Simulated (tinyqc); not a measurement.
Three voltage laws: time-dependent dielectric breakdown: cell percolation, Weibull statistics, area scaling and voltage extrapolation. Computed by tinyqc, a small Python program. Command: `OMP_NUM_THREADS=1 python tinyqc.py 3031224 3031225 out.jsonl tddb walk`. One thread of a shared host (Intel(R) Xeon(R) Processor @ 2.30GHz), about 0.01 s of CPU time with the checks.

The oxide is divided into columns of area a^2, each holding m = t_ox/a cells (m is taken as continuous). A share lambda(t) = (t/t_1)^alpha of the cells is defective, and a column whose cells are all defective breaks down.

Inputs (values chosen for the exercise, for a model gate oxide): oxide thickness t_ox = 3.5 nm; defect cell size a = 1.4 nm; exponent alpha of defect growth = 0.87; time t_1 at which the occupied share would reach 1 = 42000 s; test area A = 0.1 um^2; product area A_u = 200000 um^2; stress voltage V = 4.12 V; use voltage V_u = 2.6 V; local exponent n = -d ln t/d ln V at the stress voltage = 34; activation energy E_a = 0.8 eV; stress temperature T = 175 C; use temperature T_u = 100 C; allowed failure fraction F = 1e-06.

Voltage law used: E.

Constants: k_B = 8.617333262e-05 eV/K.

Method:
- Failure fraction F = 1 - (1 - lambda^m)^N with N = A/a^2 columns, which for small lambda^m is 1 - exp(-(t/t63)^beta) with beta = alpha m and t63 = t_1 N^(-1/beta); critical share lambda(t63) = N^(-1/m). 1 um^2 = 1e6 nm^2.
- All three voltage laws share the slope n at the stress voltage. Factor t(V_u)/t(V): E law exp(n (1 - V_u/V)); 1/E law exp(n (V/V_u - 1)); power law (V/V_u)^n.
- Temperatures in kelvin are T(C) + 273.15.
- Temperature factor exp[(E_a/k_B)(1/T_u - 1/T)]; area factor (A/A_u)^(1/beta); percentile factor (-ln(1 - F))^(1/beta); life = t63 x all four; 1 year = 3.15576e7 s.
- Life = t63 x voltage, temperature, area and percentile factors, the last three as above.

projected life = 3.63006e-04 years

voltage factor = 280321

Log10 of the life in years:
```
V_u/V  V_u (V)    E law  1/E law  power law
1.00     4.120  -8.8877   -8.888    -8.8877
0.95     3.914  -8.1494   -8.111    -8.1303
0.90     3.708  -7.4111   -7.247    -7.3320
0.80     3.296  -5.9345   -5.196    -5.5928
0.70     2.884  -4.4579   -2.559    -3.6211
0.60     2.472  -2.9813    0.956    -1.3449
0.50     2.060  -1.5047    5.878     1.3473
0.40     1.648  -0.0281   13.261     4.6422
```

What does the comparison show, and why?

At V_u/V = 0.9 the laws differ by 0.16 decades at most, and at 0.5 by 7.4. The E law is the most cautious and the 1/E law the most hopeful. Ten years are reached at V_u/V = 0.330 (E), 0.599 (1/E), 0.512 (power). Caution: t_1 is an input here; in a real oxide it changes with thickness at fixed voltage. Caution: the rows at low voltage extrapolate over many decades and cannot be tested.
